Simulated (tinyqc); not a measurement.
# Worked calculation: a square-lattice strip 2 sites wide in a magnetic flux, recursive Green functions

Numbers from tinyqc (`OMP_NUM_THREADS=1 python tinyqc.py 2660038 2660039 out.jsonl`; about 0.01 s on one thread of a shared Intel Xeon 2.30GHz). Printed values are rounded.

The device has N = 5 slices of 2 site(s), nearest-neighbour hopping -t, and site energies U; the leads are semi-infinite continuations with site energy 0 and no flux. The hopping from slice i to i + 1 inside the device carries the phase exp(2 pi i f j) on row j = 1, 2, ...: V = <i+1|H|i> = -t diag(exp(2 pi i f j)).

Parameters, values chosen for the exercise:
- t = 1 eV (hopping (matrix element -t))
- U = [1.17, 0.25, 1.25, -0.09, 0.88, 0.04, -0.01, 0.72, -0.89, 0.58] eV (site energies, slice by slice (2 a slice))
- E = 2.49 eV (energy)
- f = 0.19 h/q (magnetic flux through each plaquette inside the device)

## Self-energy of the leads

Transverse modes n = 1..2: chi_n(j) = sqrt(2/3) sin(pi n j/3), energy e_n = -2 t cos(pi n/3). Sigma = t^2 sum_n chi_n chi_n^T g(E - e_n), g(x) = (x - i sqrt(4 t^2 - x^2))/(2 t^2) for |x| < 2 t and (x - sign(x) sqrt(x^2 - 4 t^2))/(2 t^2) otherwise; Gamma = i (Sigma - Sigma^dagger); both leads give the same.

Sigma (eV):
```
                     1                    2
1   0.529978-0.333532i  -0.215022+0.333532i
2  -0.215022+0.333532i   0.529978-0.333532i
```

Gamma (eV):
```
           1          2
1   0.667064  -0.667064
2  -0.667064   0.667064
```

open modes = 1

## Hopping between slices

V = -t diag(exp(2 pi i f j)), j = 1, 2, ...

V (eV):
```
                     1                   2
1  -0.368125-0.929776i  0.000000+0.000000i
2   0.000000+0.000000i  0.728969-0.684547i
```

## Slice 1

Forward pass: g_1 = (E - H_1 - Sigma)^(-1), g_i = (E - H_i - V g_(i-1) V^dagger)^(-1), with Sigma also subtracted on the last slice; G_(i,1) = g_i V G_(i-1,1), starting from g_1. H_i is the block of slice i: its site energies on the diagonal and -t between neighbouring rows.

g_1 (1/eV):
```
                  1                 2
1  0.12286-1.04931i  0.25766+0.71927i
2  0.25766+0.71927i  0.16526-0.49304i
```

## Slice 2

As before.

g_2 (1/eV):
```
                     1                    2
1   0.433375-0.501186i  -0.025198+0.058734i
2  -0.088905+0.435338i   0.393004-0.123789i
```

G_(2,1) (1/eV):
```
                     1                   2
1  -0.343644+0.660714i  0.029173-0.507049i
2   0.282723-0.416056i  0.024742+0.135842i
```

## Slice 3

As before.

g_3 (1/eV):
```
                     1                    2
1   0.811306-0.953497i  -0.326767+0.479958i
2  -0.487292+0.726265i   0.673032-0.388239i
```

G_(3,1) (1/eV):
```
                     1                    2
1   0.937949-0.519910i  -0.314761+0.615653i
2  -0.662265+0.197036i   0.225694-0.415787i
```

## Slice 4

As before.

g_4 (1/eV):
```
                     1                   2
1   0.182473-0.433987i  0.178309+0.283487i
2  -0.118399+0.744755i  0.424625-0.659764i
```

G_(4,1) (1/eV):
```
                     1                    2
1  -0.677893+0.243255i   0.262553-0.402303i
2   0.851209-0.053551i  -0.483564+0.389724i
```

## Slice 5

As before.

g_5 (1/eV):
```
                    1                   2
1  0.237374-0.208859i  0.053349+0.205785i
2  0.094194+0.452226i  0.203051-0.603563i
```

G_(5,1) (1/eV):
```
                     1                    2
1   0.384953+0.115977i  -0.262943+0.090695i
2  -0.456430-0.212563i   0.352942-0.045272i
```

## Transmission and its channels

T(E) = Tr[Gamma G_(N,1) Gamma G_(N,1)^dagger]. The non-zero eigenvalues T_n of the matrix under the trace are the channel transmissions; Fano factor sum T_n (1 - T_n)/sum T_n.

T(E) = 0.961464
T_n: 0.961464
Fano factor = 0.0385358

With 1 open mode(s) in the leads T(E) cannot exceed 1. Inverting the whole matrix gives the same value.
